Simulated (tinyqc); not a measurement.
MOS capacitor with interface traps: C-V stretch-out, conductance peak and subthreshold swing: one step, computed by the program tinyqc.

Energies at the interface are counted from the valence band. psi > 0 means bending towards depletion, so the surface potential is -psi. Boltzmann statistics, full ionisation, no quantum confinement. Traps are neutral when filled up to E_n, with a sharp (zero-temperature) occupation.

Task: Substrate and insulator. N_c = 2 M_c (2 pi m_e k_B T/h^2)^(3/2) and N_v = 2 (2 pi m_h k_B T/h^2)^(3/2), masses in units of m_0. n_i = sqrt(N_c N_v) exp(-E_g/2 k_B T); E_F = E_g - k_B T ln(N_c/N); phi_B = (k_B T/e) ln(N/n_i); L_D = sqrt(eps_s eps_0 k_B T/(e^2 N)); C_ox = eps_ox eps_0/t_ox.

Inputs (values chosen for the exercise, modelled on GaN, with an insulator like SiO2):
```
quantity                   value   unit
gap E_g                     3.41     eV
electron mass m_e          0.193    m_0
valleys M_c                    1      -
hole mass m_h               1.38    m_0
dielectric constant eps_s    9.8      -
doping N                   2e+17  cm^-3
insulator constant eps_ox   3.79      -
insulator thickness t_ox      16     nm
temperature T                300      K
```

Substrate: n-type. Trap spectrum: flat plus a Gaussian peak.

Constants: m_0 = 9.1093837015e-31 kg; k_B = 1.380649e-23 J/K; h = 6.62607015e-34 J s; k_B = 8.617333262e-05 eV/K; eps_0 = 8.8541878128e-12 F/m; e = 1.602176634e-19 C.

Give: k_B T; n_i; bulk E_F; phi_B; Debye length L_D; C_ox; effective density of states of the majority band.

Result:

k_B T = 0.02585 eV

n_i = 2.118e-10 cm^-3

bulk E_F = 3.349 eV

phi_B = 1.606 V

Debye length L_D = 8.367 nm

C_ox = 0.2097 microF/cm^2

effective density of states of the majority band = 2.128e+18 cm^-3

Caution: the bulk E_F lies within 3 k_B T of the majority band, where the dopants may be only partly ionised.
